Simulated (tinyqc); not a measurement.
# Hole mobility in a silicon inversion layer, empirical terms and Matthiessen rule: effects of single changes

Inversion layer of sheet density Ns on a uniformly doped body. The mobility terms are empirical power laws with prefactors chosen for the exercise; adding their inverses (Matthiessen) is itself an approximation.

Inputs (values chosen for the exercise); material values close to those of silicon:
- T = 300 K (temperature)
- Eg = 1.12 eV (band gap)
- eps_r = 11.5 (relative permittivity of the semiconductor)
- Nc = 2.8e19 cm^-3 (conduction-band density of states at T)
- Nv = 2.68e19 cm^-3 (valence-band density of states at T)
- Nb = 2.3e17 cm^-3 (body doping)
- Vsb = 0 V (reverse body bias)
- eta = 0.3333 (weight of the inversion charge in the effective field)
- Ap = 125 cm^2/(V s) (phonon-limited mobility at 1 MV/cm and 300 K)
- As = 270 cm^2/(V s) (roughness-limited mobility at 1 MV/cm)
- gs = 1.3 (exponent of the roughness term)
- Ac = 2000 cm^2/(V s) (Coulomb prefactor)
- Nit = 1.7e10 cm^-2 (charge at the interface)
- Ns = 1.1e12 cm^-2 (inversion density)

Constants: q = 1.602176634e-19 C, kB = 1.380649e-23 J/K, Vt = kB T/q, eps0 = 8.8541878128e-14 F/cm where lengths are in cm. Results are converted to the units shown.

Each table varies one quantity; the others keep the values above.

## Effect of the body doping

ni = sqrt(Nc Nv) exp(-Eg/(2 Vt)), Eg in volts; Ndep = sqrt(2 eps0 eps_r Nb (2 Vt ln(Nb/ni) + Vsb)/q); E = q (Ndep + eta Ns)/(eps0 eps_r), in MV/cm. With t = T/(300 K): muC = Ac (Ns/1e12 cm^-2) t/(Nb/1e17 cm^-3 + Nit/1e11 cm^-2), muP = Ap E^(-1/3) t^(-1.75), muS = As E^(-gs); 1/mu is the sum of the inverses.

Result of one run:
```
Nb (cm^-3)  E (MV/cm)  muC (cm^2/(V s))  muP (cm^2/(V s))  muS (cm^2/(V s))  mu (cm^2/(V s))
1e18           0.6041             216.3             147.9             519.9            75.14
```

What becomes of these results when the body doping Nb is changed from 1e18 to 2e16 cm^-3, all else the same?

Result of the changed run:
```
Nb (cm^-3)  E (MV/cm)  muC (cm^2/(V s))  muP (cm^2/(V s))  muS (cm^2/(V s))  mu (cm^2/(V s))
2e16           0.1262              5946             249.2              3979            225.6
```

The whole series:
```
Nb (cm^-3)  E (MV/cm)  muC (cm^2/(V s))  muP (cm^2/(V s))  muS (cm^2/(V s))  mu (cm^2/(V s))
2e16           0.1262              5946             249.2              3979            225.6
4.4e16         0.1621              3607             229.3              2875            200.5
9.7e16         0.2167              1930             208.1              1971            171.5
2.1e17         0.2972             969.2             187.3              1307            140.1
4.7e17         0.4245             451.7             166.3             822.4            105.9
1e18           0.6041             216.3             147.9             519.9            75.14
2.3e18         0.9050             94.95             129.2             307.4            46.46
5e18            1.332             43.85             113.6             186.0            27.04
```

As Nb goes from 2e16 to 5e18 cm^-3, E rises from 0.126 to 1.33 MV/cm and mu falls from 226 to 27.0 cm^2/(V s). The smallest term is the phonon one in the first row and the Coulomb one in the last.

## Effect of the charge at the interface

Same model as above.

The same in every row: E (MV/cm) = 0.3090; muP (cm^2/(V s)) = 184.9; muS (cm^2/(V s)) = 1243.

Results:
```
Nit (cm^-2)  muC (cm^2/(V s))  mu (cm^2/(V s))
1e10                    916.7            136.9
3.2e10                  839.7            135.1
3.2e11                  400.0            114.8
1e12                    178.9            84.71
3.2e12                  64.14            45.86
1e13                    21.51            18.97
```

Estimate the missing row, Nit = 1e11 cm^-2.

Computed row:
```
Nit (cm^-2)  muC (cm^2/(V s))  mu (cm^2/(V s))
1e11                    666.7            129.6
```

With this row back in the table: As Nit goes from 1e10 to 1e13 cm^-2, E stays at 0.309 MV/cm and mu falls from 137 to 19.0 cm^2/(V s). The smallest term is the phonon one in the first row and the Coulomb one in the last.

tinyqc, about 0.01 s, one thread, Intel Xeon 2.30GHz (shared host): `OMP_NUM_THREADS=1 python tinyqc.py 2510109 2510110 out.jsonl`
